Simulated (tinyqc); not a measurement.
Tight-binding t2g bands of a cubic perovskite: one step. Levels at Gamma. Two cases, with inputs chosen for the exercise.

Task: At k = 0 the j_z = 3/2 pair stays at 0, and the other two pairs are E = (Dso + Dt)/2 -/+ sqrt((Dso + Dt)^2/4 - 2 Dso Dt/3).

Orbitals yz, zx, xy (X, Y, Z below) times spin. E_xy = Dt + 2t (2 - cos x - cos y) + 2 td (1 - cos z) + 4 t2 (1 - cos x cos y) with x = kx a and so on; yz and zx follow by cyclic change, without Dt. Spin-orbit term -(Dso/3) L.sigma + Dso/3 with (L_k)_ij = -i epsilon_kij in X, Y, Z: for Dt = 0 the quartet lies at 0 and the doublet at Dso.

Give: levels at Gamma.

Case 1.

Values chosen (out of a larger set: of the size met in SrTiO3 and KTaO3; not measured data): Dso = 0.231 eV (spin-orbit splitting at Gamma); Dt = 0 eV (shift of xy (tetragonal field or confinement)).

Result:

levels at Gamma (eV): 0.0000  0.0000  0.2310

Case 2.

Values chosen (out of a larger set: of the size met in SrTiO3 and KTaO3; not measured data): Dso = 0.031 eV (spin-orbit splitting at Gamma); Dt = 0.044 eV (shift of xy (tetragonal field or confinement)).

Result:

levels at Gamma (eV): 0.0000  0.0152  0.0598

Computed by tinyqc, one run a case: `OMP_NUM_THREADS=1 python tinyqc.py N N+1 out.jsonl` with N = 1451584, 1451985; one thread of a shared Intel(R) Xeon(R) Processor @ 2.30GHz, about 0.01 s a run at most.
